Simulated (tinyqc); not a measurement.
Six-transistor SRAM cell, nodal equations and margins: one step of the calculation.

Two cross-coupled inverters (pull-down bn, pull-up bp) hold the nodes Q and QB; access transistors (ba, threshold VTn, gate on the word line at Vdd when selected) join them to the bit lines. Transistor (EKV form, voltages against the body): I = 2 n b Vt^2 [F(vp - Vs) - F(vp - Vd)] from drain to source, F(v) = ln^2(1 + exp(v/(2 Vt))), vp = (Vg - VT + sg |Vd - Vs|)/n. n-channel bodies are at 0; for the p-channel device all voltages are counted down from Vdd. b in uA/V^2 gives I in uA. For an access transistor the bit line is the drain and the node the source. In a read both bit lines are at Vdd. The cell is symmetric (no mismatch).

Task. Node voltages in a read by Newton steps. F1 = In(gate QB, drain Q) - Ip(gate QB, drain Q) - Ia(bit line, Q), F2 the same with Q and QB exchanged; J by central differences with +/- 1e-6 V; solve J d = -F, limit each component to +/- 0.15 V and add.

Parameters, values chosen for the exercise: temperature T = 300 K; supply voltage Vdd = 0.6 V; slope factor n = 1.26; drain-induced barrier lowering sg = 0.042; n-channel threshold VTn = 0.31 V; p-channel threshold (magnitude) VTp = 0.33 V; gain factor of the pull-down transistor bn = 210 uA/V^2; gain factor of the access transistor ba = 180 uA/V^2; gain factor of the pull-up transistor bp = 62 uA/V^2.

Constants: q = 1.602176634e-19 C, kB = 1.380649e-23 J/K, Vt = kB T/q. Results are converted to the units shown.

(Q, QB) at the start (V): Q 0.00000000, QB 0.60000000

Wanted: F1, F2; J; (Q, QB) after iteration 1.

Result.

F1, F2 (uA): -7.120  0.000

J (uS):
```
	Q	QB
F1	118.6	0.0
F2	0.0	16.5
```

(Q, QB) after iteration 1 (V): Q 0.0600, QB 0.6000

Numbers from tinyqc (`OMP_NUM_THREADS=1 python tinyqc.py 2340033 2340034 out.jsonl`; about 0.1 s on one thread of a shared Intel Xeon 2.30GHz).
